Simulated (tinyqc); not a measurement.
Inside a calculation: Wannier-Stark ladder of a miniband. Values are carried at full precision from step to step, so a last printed digit may differ when a step is redone from the rounded ones.

One state in each well j = -(Nw - 1)/2 ... (Nw - 1)/2: H_jj = j e F d, H_(j,j+1) = -W/4; 1 kV/cm = 0.01 meV/angstrom. In an infinite chain the levels are j e F d and the state of well 0 has amplitude J_j(x) in size on well j, x = W/(2 e F d).

Constants: hbar = 6.58211957e-16 eV s.

Inputs chosen for the exercise (near those of an InGaAs/InAlAs superlattice; shifted at random, so the results belong to these values and not to a real crystal):
```
symbol  value  unit      meaning
W       19     meV       miniband width
d       95     angstrom  period
F       4.5    kV/cm     field
Nw      9                wells
```

## Scales

Give e F d, x, the Bloch frequency e F d/(2 pi hbar) and period, and the swing W/(e F) of a wave packet.

e F d = 4.275 meV
x = 2.2222
frequency = 1.034 THz
period = 0.967 ps
swing = 422 angstrom

## The matrix

Fill it in.

H (meV), rows -4, -3, -2, -1, 0, 1, 2, 3, 4 and columns alike:
```
[[-17.100, -4.750, 0, 0, 0, 0, 0, 0, 0],
 [-4.750, -12.825, -4.750, 0, 0, 0, 0, 0, 0],
 [0, -4.750, -8.550, -4.750, 0, 0, 0, 0, 0],
 [0, 0, -4.750, -4.275, -4.750, 0, 0, 0, 0],
 [0, 0, 0, -4.750, 0, -4.750, 0, 0, 0],
 [0, 0, 0, 0, -4.750, 4.275, -4.750, 0, 0],
 [0, 0, 0, 0, 0, -4.750, 8.550, -4.750, 0],
 [0, 0, 0, 0, 0, 0, -4.750, 12.825, -4.750],
 [0, 0, 0, 0, 0, 0, 0, -4.750, 17.100]]
```

## Levels and the middle state

Diagonalise; give the levels, their spacings and the weights of the middle level on the wells.

levels (meV): [-20.876, -14.024, -8.816, -4.309, 0.000, 4.309, 8.816, 14.024, 20.876]

spacings (meV): [6.853, 5.207, 4.507, 4.309, 4.309, 4.507, 5.207, 6.853]

weights: [0.0021, 0.0272, 0.1593, 0.3065, 0.0098, 0.3065, 0.1593, 0.0272, 0.0021]

The spacing in the middle is 1.0080 e F d and at the ends 1.603 e F d; states that reach the ends of the stack are pushed apart.

## Bessel amplitudes

With x = W/(2 e F d): J_j(x)^2 for j = 0 to 5, their running sum over -j ... j, and the spread sqrt(sum j^2 J_j^2) = x/sqrt2. For a hole fixed in well 0 the J_j^2 are the strengths of the optical lines at j e F d.

Weights:
```
j   J_j^2     sum
0  0.0096  0.0096
1  0.3055  0.6206
2  0.1595  0.9396
3  0.0276  0.9949
4  0.0024  0.9997
5  0.0001  1.0000
```

spread = 1.571 periods

The strongest line is j = +/-1.

## Checks

- Weight on well 1 of the middle state of 61 wells against J_1(x)^2: both 0.3055.

Run: tinyqc, `OMP_NUM_THREADS=1 python tinyqc.py 1280215 1280216 out.jsonl`; Intel(R) Xeon(R) Processor @ 2.30GHz, one thread, shared host; about 0.01 s of CPU time with all checks.
